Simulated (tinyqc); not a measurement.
Worked calculation: tight binding, dimerised chain. Computed by tinyqc, a small Python program that keeps every step. Settings: t1 = 0.6, t2 = 2.18, delta = 0.12, points = 6, cells = 3. Command: `OMP_NUM_THREADS=1 python tinyqc.py 25422 25423 out.jsonl` (the two numbers bound the seeds that draw the settings). One thread of a shared host (Intel(R) Xeon(R) Processor @ 2.60GHz), about 0.01 s of CPU time with the checks.

## Bloch Hamiltonian at k

Parameters chosen for this model:
```
parameter     value                      unit
t1         0.600000       eV, inside the cell
t2         2.180000         eV, between cells
delta      0.120000  eV, +/- on the two sites
```

k point k (2 pi / a): [0.040000]

H_AA = +delta, H_BB = -delta, H_AB = -t1 - t2 exp(-i k a).

H(k) at k (eV), order A, B:
$$\begin{pmatrix}
0.120000 & -2.711511+0.542144i \\
-2.711511-0.542144i & -0.120000
\end{pmatrix}$$

## Levels at k

Diagonalise the Hermitian matrix.

eigenvalues (eV): [-2.767781, 2.767781]

weights |c|^2 of the basis functions, order A, B:
$$\begin{pmatrix}
0.478322 & 0.521678 \\
0.521678 & 0.478322
\end{pmatrix}$$

## Bloch Hamiltonian at X

k point X (2 pi / a): [0.500000]

As before.

H(k) at X (eV), order A, B:
$$\begin{pmatrix}
0.120000 & 1.580000 \\
1.580000 & -0.120000
\end{pmatrix}$$

## Levels at X

As before.

eigenvalues (eV): [-1.584550, 1.584550]

weights |c|^2 of the basis functions, order A, B:
$$\begin{pmatrix}
0.462134 & 0.537866 \\
0.537866 & 0.462134
\end{pmatrix}$$

## Bands along a path

The same steps at evenly spaced points between the labelled ones.

Bands along the path (eV):
```
k            band 1    band 2
G         -2.782589  2.782589
G-X 0.20  -2.691317  2.691317
G-X 0.40  -2.436224  2.436224
G-X 0.60  -2.078079  2.078079
G-X 0.80  -1.735054  1.735054
X         -1.584550  1.584550
```

With 1 band(s) filled, the highest filled level on these points lies at X and the lowest empty one at X: a gap of 3.1691 eV, direct.

## Berry (Zak) phase of the lower band

On 6 points k_j = j/N: phase = -Im ln of the product of <u_j|u_(j+1)>, closed with u_N = u_0 (the cell-periodic part is taken without the site positions). Single arguments depend on the phases chosen for the u_j; only their sum modulo 2 pi does not.

Overlaps:
```
j  |<u_j|u_j+1>|  argument (rad)
0       0.913138       -0.400124
1       0.881725       -0.462908
2       0.792047       -0.605431
3       0.792047       -0.605431
4       0.881725       -0.462908
5       0.913138       -0.400124
```

phase / pi, folded into (-1, 1] = 0.934853

## Open chain of 3 cells

H of the open chain (eV):
$$\begin{pmatrix}
0.120000 & -0.600000 & 0.000000 & 0.000000 & 0.000000 & 0.000000 \\
-0.600000 & -0.120000 & -2.180000 & 0.000000 & 0.000000 & 0.000000 \\
0.000000 & -2.180000 & 0.120000 & -0.600000 & 0.000000 & 0.000000 \\
0.000000 & 0.000000 & -0.600000 & -0.120000 & -2.180000 & 0.000000 \\
0.000000 & 0.000000 & 0.000000 & -2.180000 & 0.120000 & -0.600000 \\
0.000000 & 0.000000 & 0.000000 & 0.000000 & -0.600000 & -0.120000
\end{pmatrix}$$

The same hoppings without the wrap-around bond.

levels (eV): [-2.565131, -2.007968, -0.127157, 0.127157, 2.007968, 2.565131]

weights of the highest filled level on the sites: [0.026058, 0.004422, 0.001955, 0.067503, 0.000128, 0.899934]

The bulk gap runs from -1.5846 to 1.5846 eV; 2 level(s) of this chain lie inside it: end states, which need the weaker bond inside the cell and a chain longer than their decay length.
